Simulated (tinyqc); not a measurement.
# Composition and strain of an epitaxial Si(1-x)Ge(x) layer from Raman and X-ray peaks, step by step

A worked calculation. Computed by tinyqc, a small Python program that keeps every step. Command: `OMP_NUM_THREADS=1 python tinyqc.py 3026448 3026449 out.jsonl epiraman walk`. One thread of a shared host (Intel(R) Xeon(R) Processor @ 2.30GHz), about 0.01 s of CPU time with the checks. Intermediate numbers are printed to about 6 digits and carried at full precision; extremes and crossings named in words are read from the listed rows.

A (001) layer, biaxially strained in the plane. The Raman peaks follow empirical lines omega = w0 + c1 x + c3 x^3 + b eps (c3 for Si-Ge alone), with eps the in-plane strain.

Inputs (values chosen for the exercise, modelled on silicon-germanium):

| quantity | value | unit |
|---|---|---|
| Ge fraction x | 0.68 | - |
| degree of relaxation R | 0 | - |
| lattice constant of Si | 5.431 | angstrom |
| lattice constant of Ge | 5.658 | angstrom |
| bowing B | 0.028 | angstrom |
| 2 C12/C11 of Si | 0.77 | - |
| 2 C12/C11 of Ge | 0.751 | - |
| Si-Si: w0 | 520.5 | 1/cm |
| Si-Si: c1 | -65.9 | 1/cm |
| Si-Si: strain coefficient b | -755 | 1/cm |
| Si-Ge: w0 | 400.2 | 1/cm |
| Si-Ge: c1 | 24.3 | 1/cm |
| Si-Ge: c3 | -33.3 | 1/cm |
| Si-Ge: strain coefficient b | -594 | 1/cm |
| Ge-Ge: w0 | 280.3 | 1/cm |
| Ge-Ge: c1 | 19 | 1/cm |
| Ge-Ge: strain coefficient b | -446 | 1/cm |
| uncertainty of a Raman peak | 0.3 | 1/cm |
| X-ray wavelength | 1.540598 | angstrom |

Substrate: silicon. Pair of peaks used: Si-Ge and Ge-Ge.

## Lattice constants and strain

Relaxed lattice constant a(x) = a_Si + (a_Ge - a_Si) x - B x (1 - x). In-plane constant a_par = a_sub + R (a(x) - a_sub); eps = a_par/a(x) - 1; eps_perp = -(2 C12/C11) eps with 2 C12/C11 linear in x; a_perp = a(x) (1 + eps_perp).

relaxed constant a(x) = 5.57927 angstrom

substrate constant a_sub = 5.431 angstrom

a_par = 5.431 angstrom

in-plane strain eps = -26.5747 per mille

strain along the normal = 20.1192 per mille

a_perp = 5.69152 angstrom

The layer is under compression in the plane and is stretched along the normal. Caution: strains above 2 % survive only in layers a few nanometres thick, and the linear relations lose accuracy.

## Raman peaks

Insert x and eps in the three lines; the strain part is b eps.

Si-Si peak = 495.752 1/cm

Si-Ge peak = 422.039 1/cm

Ge-Ge peak = 305.072 1/cm

strain parts (1/cm): Si-Si 20.0639, Si-Ge 15.7854, Ge-Ge 11.8523

Read as unstrained, the Si-Si peak would give x = 0.376 in place of 0.68.

## X-ray (004) reflection

Bragg angle theta = arcsin(2 lambda/a) for (004), for the substrate with a_sub and the layer with a_perp; separation in arc seconds.

theta of the substrate = 34.5646 degree

theta of the layer = 32.7767 degree

separation, layer less substrate = -6436.40 arcsec

## Back from two peaks to composition and strain

Unknowns x and eps (per mille). Newton steps: J d = (measured - model), J = [d omega/dx, d omega/d eps] for the two peaks; start at x = 0.5, eps = 0; stop when |d| < 1e-9. The peaks are rounded to 0.001 per cm; R = (a(x)(1 + eps) - a_sub)/(a(x) - a_sub).

peaks used (1/cm): Si-Ge 422.039, Ge-Ge 305.072

Iterations:

| step | x | eps (per mille) | residual 1 (1/cm) | residual 2 (1/cm) |
|---|---|---|---|---|
| 0 | 0.500000 | 0.0000 | 1.38515e+01 | 15.272 |
| 1 | 0.749744 | -23.6028 | 3.63421e+00 | 0.000 |
| 2 | 0.686165 | -26.3114 | 2.94208e-01 | 0.000 |
| 3 | 0.680041 | -26.5723 | 2.56332e-03 | 0.000 |
| 4 | 0.679987 | -26.5746 | 2.00323e-07 | 0.000 |
| 5 | 0.679987 | -26.5746 | 0 | 0.000 |

recovered x = 0.679987

recovered eps = -26.5746 per mille

recovered R = 0

## Which pair of peaks is best

For each pair invert J = [d omega/dx, d omega/d eps] at the true x. Independent errors of the given size in both peaks give sigma_x and sigma_eps = uncertainty x (norm of the rows of the inverse of J).

Error propagation:

| pair | det J | sigma_x | sigma_eps (per mille) |
|---|---|---|---|
| Si-Si and Si-Ge | 22.6148 | 0.0127437 | 0.921188 |
| Si-Si and Ge-Ge | 43.7364 | 0.00601485 | 0.470439 |
| Si-Ge and Ge-Ge | 21.0506 | 0.0105859 | 0.413127 |

The pair Si-Si and Ge-Ge fixes x best (sigma_x = 0.0060) and Si-Si and Si-Ge worst (0.013), a factor 2.1. Strain moves all peaks the same way, so a good pair needs different ratios of composition slope to strain coefficient, best of opposite sign; the slopes here are -65.9, -21.9 and 19 per cm for Si-Si, Si-Ge and Ge-Ge. Errors in the coefficients themselves are not counted.

## Relaxation at fixed composition

(004) Bragg angle theta = arcsin(2 lambda/a), with a = a_perp for the layer and a_sub for the substrate; separation = layer less substrate. The apparent x is the one that a fully strained layer (R = 0) would need to give the same a_perp.

Signatures:

| R | eps (per mille) | Si-Si (1/cm) | Ge-Ge (1/cm) | a_perp (angstrom) | (004) separation (arcsec) | apparent x if R = 0 is assumed |
|---|---|---|---|---|---|---|
| 0.00 | -26.5747 | 495.752 | 305.072 | 5.69152 | -6436.40 | 0.680000 |
| 0.15 | -22.5885 | 492.742 | 303.294 | 5.67468 | -6042.09 | 0.639125 |
| 0.30 | -18.6023 | 489.733 | 301.517 | 5.65784 | -5644.95 | 0.597881 |
| 0.50 | -13.2873 | 485.720 | 299.146 | 5.63539 | -5110.94 | 0.542299 |
| 0.70 | -7.9724 | 481.707 | 296.776 | 5.61294 | -4571.76 | 0.486017 |
| 0.85 | -3.9862 | 478.698 | 294.998 | 5.59610 | -4163.91 | 0.443329 |
| 1.00 | 0.0000 | 475.688 | 293.220 | 5.57927 | -3753.06 | 0.400218 |

Full relaxation moves the Si-Si peak by -20.06 per cm and shrinks the X-ray separation to 58 % of its strained value, about 1/(1 + 2 C12/C11). A symmetric reflection alone cannot part x from R: a relaxed layer read as strained gives x = 0.400 in place of 0.68. An asymmetric reflection or a second peak is needed.

Checks made by the program: recovered composition (relative difference 2e-05).
